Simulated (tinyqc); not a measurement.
# Resistance of a tapered via with liner, size effect and interface: via resistance against the diameter at the bottom

A round via whose diameter grows from db at the bottom as D(z) = db + 2 z/tan(ang). The fill, of diameter D - 2 tl, starts above the bottom liner (thickness fb tl) and has rho = rho0 (1 + ks lam/(D - 2 tl)); the sidewall liner conducts in parallel with it. The bottom liner and the interface are crossed over the full area pi db^2/4. Spreading in the lines above and below is left out.

Slices between z0 = fb tl and hv, evaluated at their midpoints: conductance per length pi/4 [(D - 2 tl)^2/rho + (D^2 - (D - 2 tl)^2)/rl], slice resistance = slice height over that. 2000 slices. R_fill = sum of the slices; R_bottom = rl fb tl/(pi db^2/4); R_interface = ri/(pi db^2/4); ballistic (Sharvin) limit 1/(Sb pi (db - 2 tl)^2/4); ideal cylinder rho0 hv/(pi db^2/4).

Parameters, values chosen for the exercise; fill metal close to copper: height hv = 50 nm; sidewall angle ang = 85 degrees; bulk resistivity of the fill rho0 = 1.68 uohm cm; mean free path of the fill lam = 40.5 nm; size-effect factor ks = 1; liner on the sidewall tl = 1.8 nm; liner at the bottom over that on the sidewall fb = 1; resistivity of the liner rl = 280 uohm cm; interface resistivity at the bottom ri = 1.6e-12 ohm cm^2; ballistic conductance per area, about 3/(4 rho0 lam) Sb = 1.1e15 S/m^2.

Results:
columns A: db (nm); B: R_fill (ohm); C: R_bottom (ohm); D: R_interface (ohm); E: R (ohm); F: ballistic limit (ohm); G: R over ideal cylinder; H: largest part
```
A         B      C        D      E       F      G             H
6     293.1  178.3    5.659  477.0   201.0  16.06          fill
8.3   94.59  93.15    2.957  190.7   52.40  12.28          fill
11    39.34  53.03    1.684  94.06   21.14  10.64  bottom liner
16    13.46  25.07   0.7958  39.32   7.528  9.412  bottom liner
30    2.554  7.130   0.2264  9.910   1.661  8.339  bottom liner
42    1.101  3.638   0.1155  4.854  0.7850  8.006  bottom liner
58   0.5039  1.908  0.06056  2.472  0.3911  7.775  bottom liner
80   0.2368  1.003  0.03183  1.271  0.1983  7.608  bottom liner
```

Estimate the missing row, db = 22 nm.

Computed row:
columns A: db (nm); B: R_fill (ohm); C: R_bottom (ohm); D: R_interface (ohm); E: R (ohm); F: ballistic limit (ohm); G: R over ideal cylinder; H: largest part
```
A       B      C       D      E      F      G             H
22  5.704  13.26  0.4209  19.38  3.419  8.772  bottom liner
```

With this row back in the table: R falls from 477 to 1.27 ohm. The fill is the largest part at db = 6, the bottom liner from 11 on. R goes as db^(-2.83) between the first two rows and db^(-2.07) between the last two; area alone gives -2. In every row the ballistic limit exceeds half of R_fill, so the diffusive model understates R.

Computed by the program tinyqc: `OMP_NUM_THREADS=1 python tinyqc.py 2750186 2750187 out.jsonl`, one thread of a shared Intel Xeon 2.30GHz, about 0.01 s for the whole run.
